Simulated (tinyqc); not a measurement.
Frenkel-Kontorova chain: a misfit dislocation (kink) in a monolayer on a periodic substrate: one step, computed by the program tinyqc. Command: `OMP_NUM_THREADS=1 python tinyqc.py 3002802 3002803 out.jsonl fkchain walk`. One thread of a shared host (Intel(R) Xeon(R) Processor @ 2.30GHz), about 0.02 s of CPU time with the checks.

E = sum_j [(k/2)(x_(j+1) - x_j - b)^2 + (W/2)(1 - cos(2 pi x_j/a))], x_j = a (j + u_j). A kink takes u from 0 to 1: the chain is stretched by one period and has one atom fewer than wells.

Problem. Start between two atoms. Discrete chain at f = 0, ends held at u = 0 and 1: E = (k a^2/2) sum (u_(j+1) - u_j)^2 + (W/2) sum (1 - cos 2 pi u_j), gradient g_j = k a^2 (2 u_j - u_(j-1) - u_(j+1)) + pi W sin(2 pi u_j), Hessian 2 k a^2 + 2 pi^2 W cos(2 pi u_j) on the diagonal and -k a^2 beside it. Free atoms j = -n..n-1 start from the continuum shape centred half-way, at j + 1/2.

Inputs (values chosen for the exercise, for a model overlayer):

| quantity | value | unit |
|---|---|---|
| spring constant k | 8.32 | eV/angstrom^2 |
| substrate period a | 3.25 | angstrom |
| corrugation W | 7.89 | eV |
| atoms on each side n | 8 | - |

kink width l0 = 2.359889

Give: u at the start; E at the start; gradient.

Solution.

u at the start: 0.0000  0.0001  0.0004  0.0016  0.0060  0.0228  0.0859  0.3022  0.6978  0.9141  0.9772  0.9940  0.9984  0.9996  0.9999  1.0000

E at the start = 23.01 eV

gradient (eV): 0.000  -0.003  -0.010  -0.039  -0.147  -0.526  -0.729  7.716  -7.716  0.729  0.526  0.147  0.039  0.010  0.003  0.000

Caution: a corrugation above 1 eV is larger than real overlayers usually show; it is chosen to keep the kink narrow. Caution: for l0 below about 3 the kink spans few atoms, and the continuum kink energy is off by about 2 per cent or more.
